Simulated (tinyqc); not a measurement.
Comparisons within one model: deformation-potential model of the X valleys of a conduction band. A value that a table varies takes the place of the one given here.

Valleys with axes along x, y and z, one whole valley each. Herring-Vogt shift of a valley with unit axis a: dE = Xd tr(e) + Xu a.e.a. Non-degenerate shares n_i = exp(-dE_i/kT)/sum_j exp(-dE_j/kT). Inverse mass tensor of a valley: (1 - a a)/mt + a a/ml; the masses are taken as independent of strain.

s11 = (C11 + C12)/((C11 - C12)(C11 + 2 C12)), s12 = -C12/((C11 - C12)(C11 + 2 C12)), s44 = 1/C44; exx = s11 sxx + s12 (syy + szz) and cyclic, exy = s44 sxy/2; tension is positive. A uniaxial stress X along the unit vector n is s_ij = X n_i n_j. Biaxial (001) means sxx = syy = X.

Constants: kB = 8.617333262e-05 eV/K.

Inputs chosen for the exercise (near those of GaP; not measured data): ml = 2.053 m0 (longitudinal mass); mt = 0.244 m0 (transverse mass); Xd = 1.54 eV (dilation potential); Xu = 6.31 eV (uniaxial potential); C11 = 144.2 GPa; C12 = 62.5 GPa; C44 = 69.7 GPa; load = biaxial (001) (kind of stress); T = 200 K (temperature); X1 = 0.9 GPa (size of the stress); X = 0.32 GPa (stress).

## Sweep of a biaxial (001) stress

m_c = 1/(u.M.u) along [1-10] with M = sum_i n_i (inverse mass tensor); gain against zero stress at a fixed scattering time.

Results:

| X (GPa) | spread (meV) | lowest edge (meV) | n x | n y | n z | m_c (m0) | gain (%) |
|---|---|---|---|---|---|---|---|
| -1.00 | 77.2 | -52.8 | 0.497 | 0.497 | 0.006 | 0.4342 | -20.4 |
| -0.50 | 38.6 | -26.4 | 0.475 | 0.475 | 0.051 | 0.4195 | -17.6 |
| -0.20 | 15.4 | -10.6 | 0.415 | 0.415 | 0.169 | 0.3848 | -10.2 |
| 0.00 | 0.0 | 0.0 | 0.333 | 0.333 | 0.333 | 0.3455 | 0.0 |
| 0.20 | 15.4 | -4.9 | 0.225 | 0.225 | 0.551 | 0.3042 | 13.6 |
| 0.50 | 38.6 | -12.2 | 0.088 | 0.088 | 0.825 | 0.2644 | 30.6 |
| 1.00 | 77.2 | -24.4 | 0.011 | 0.011 | 0.978 | 0.2464 | 40.2 |

What does this show, and why?

Along [1-10] the gain is -20.4 % at -1.00 GPa and +40.2 % at 1.00 GPa. The slope at zero stress (from +/- 0.001 GPa), +62.1 % per GPa, carried to the ends would give -62 and +62 %; the response falls behind at both ends, as it saturates once the spread passes a few kT (kT = 17.2 meV, spread up to 77 meV).

## Gain for each load and current direction

Each load has the size X1. Gain m_c(0)/m_c - 1 in per cent from repopulation alone, m_c = 1/(u.M.u), M = sum_i n_i (inverse mass tensor); biaxial means sxx = syy.

Gain (%); + is tension, - compression:

| load | [100] | [010] | [001] | [110] | [1-10] | [111] |
|---|---|---|---|---|---|---|
| uniaxial [110] (+) | 28.5 | 28.5 | -56.9 | 28.5 | 28.5 | 0.0 |
| uniaxial [110] (-) | -16.9 | -16.9 | 33.8 | -16.9 | -16.9 | 0.0 |
| uniaxial [100] (+) | 40.5 | -20.2 | -20.2 | 10.1 | 10.1 | 0.0 |
| uniaxial [100] (-) | -78.9 | 39.5 | 39.5 | -19.7 | -19.7 | 0.0 |
| uniaxial [111] (+) | 0.0 | 0.0 | 0.0 | 0.0 | 0.0 | 0.0 |
| uniaxial [111] (-) | 0.0 | 0.0 | 0.0 | 0.0 | 0.0 | 0.0 |
| biaxial (001) (+) | 39.5 | 39.5 | -78.9 | 39.5 | 39.5 | 0.0 |
| biaxial (001) (-) | -20.2 | -20.2 | 40.5 | -20.2 | -20.2 | 0.0 |

What can be read from the table?

The largest gain is +40.5 %, for uniaxial [100] (+) with the current along [100] and biaxial (001) (-) with the current along [001]; for a [110] channel it is +39.5 %, under biaxial (001) (+). No gain or loss appears under uniaxial [111]: the valleys stay equivalent (in real silicon shear also changes the masses, which this model leaves out).

## Temperature and repopulation

The load is fixed; m_c along [1-10] as 1/(u.M.u).

Results:

| T (K) | kT (meV) | n x | n y | n z | m_c (m0) |
|---|---|---|---|---|---|
| 50 | 4.31 | 0.003 | 0.003 | 0.994 | 0.2447 |
| 77 | 6.64 | 0.023 | 0.023 | 0.954 | 0.2490 |
| 150 | 12.93 | 0.114 | 0.114 | 0.772 | 0.2713 |
| 225 | 19.39 | 0.179 | 0.179 | 0.641 | 0.2898 |
| 300 | 25.85 | 0.217 | 0.217 | 0.565 | 0.3018 |
| 400 | 34.47 | 0.247 | 0.247 | 0.506 | 0.3119 |
| 500 | 43.09 | 0.265 | 0.265 | 0.470 | 0.3183 |

What can be read from the table?

The largest share falls from 0.994 at 50 K to 0.470 at 500 K (equal shares: 0.333); m_c goes from 0.2447 to 0.3183, against 0.3455 without stress. Only spread/kT enters, so the small-stress response goes as 1/T.

## What each parameter does

Spread of the valley edges, lowest edge, largest share and m_c along [1-10]. Each row changes one parameter from the base and keeps the others.

Results:

| case | spread (meV) | lowest edge (meV) | largest share | m_c (m0) |
|---|---|---|---|---|
| base | 24.71 | -7.81 | 0.6772 | 0.2845 |
| ml = 1.642 m0 | 24.71 | -7.81 | 0.6772 | 0.2829 |
| mt = 0.195 m0 | 24.71 | -7.81 | 0.6772 | 0.2284 |
| Xd = 1.232 eV | 24.71 | -8.55 | 0.6772 | 0.2845 |
| Xu = 5.048 eV | 19.77 | -5.52 | 0.6116 | 0.2944 |
| C11 = 115.36 GPa | 38.20 | -15.77 | 0.8210 | 0.2649 |
| C12 = 50 GPa | 21.44 | -4.74 | 0.6343 | 0.2909 |
| C44 = 83.64 GPa | 24.71 | -7.81 | 0.6772 | 0.2845 |
| X = 0.256 GPa | 19.77 | -6.25 | 0.6116 | 0.2944 |
| T = 160 K | 24.71 | -7.81 | 0.7501 | 0.2742 |

What can be read from the table?

The largest shifts from the base row, up to three for each result and ties (the steps differ in size, so this ranks the rows, not the parameters). spread (meV): C11 +13.48, X -4.94, Xu -4.94; unchanged at the printed digits by ml, mt, Xd, C44 and T. lowest edge (meV): C11 -7.95, C12 +3.07, Xu +2.30; unchanged at the printed digits by ml, mt, C44 and T. largest share: C11 +0.1438, T +0.0730, Xu -0.0656, X -0.0656; unchanged at the printed digits by ml, mt, Xd and C44. m_c (m0): mt -0.0561, C11 -0.0196, T -0.0103; unchanged at the printed digits by Xd and C44. Xd moves all valleys together, so it shifts the edge and nothing else.

Program tinyqc; command `OMP_NUM_THREADS=1 python tinyqc.py 1051447 1051448 out.jsonl`; about 0.03 s on one thread of a shared Intel(R) Xeon(R) Processor @ 2.30GHz.
